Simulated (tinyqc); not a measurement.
Decay of LO phonons and the hot-phonon bottleneck in the cooling of electrons: one step, computed by the program tinyqc. Command: `OMP_NUM_THREADS=1 python tinyqc.py 3016845 3016846 out.jsonl hotphonon walk`. One thread of a shared host (Intel(R) Xeon(R) Processor @ 2.30GHz), about 0.01 s of CPU time with the checks.

n(E, T) = 1/(exp(E/(k_B T)) - 1) is the Bose occupation. Electrons have a temperature T_e; the LO modes within their reach share one occupation N; the decay products stay at the lattice temperature.

Question. Spontaneous emission time. Froehlich coupling alpha = (e^2/(4 pi eps_0)) (1/eps_inf - 1/eps_s) k_0/(2 hbar omega), k_0 = sqrt(m* hbar omega/(hbar^2/(2 m_0))); emission time tau_sp = hbar/(2 alpha hbar omega); bottleneck ratio r = (n/N_m) tau/tau_sp.

Inputs (values chosen for the exercise, modelled on gallium arsenide):

| quantity | value | unit |
|---|---|---|
| LO energy hbar omega | 36.1 | meV |
| lattice temperature T | 150 | K |
| electron mass m* | 0.0652 | m_0 |
| eps_inf | 11.1 | - |
| static dielectric constant eps_s | 12.6 | - |
| electron density n | 3.9e+17 | 1/cm^3 |
| density of LO modes that the electrons reach, N_m | 2.6e+19 | 1/cm^3 |

Decay channel: two unequal phonons (Ridley).

phonon lifetime tau = 5.541008 ps

Constants: e^2/(4 pi eps_0) = 14.39964548 eV angstrom; hbar^2/(2 m_0) = 3.80998212 eV angstrom^2; hbar = 6.582119569e-16 eV s.

Give: alpha; emission time tau_sp; bottleneck ratio r.

Answer.

alpha = 0.05317

emission time tau_sp = 171.5 fs

bottleneck ratio r = 0.4847

r compares the rate at which electrons exchange quanta with a mode to its decay rate. The two are comparable, so part of the emitted quanta is reabsorbed.
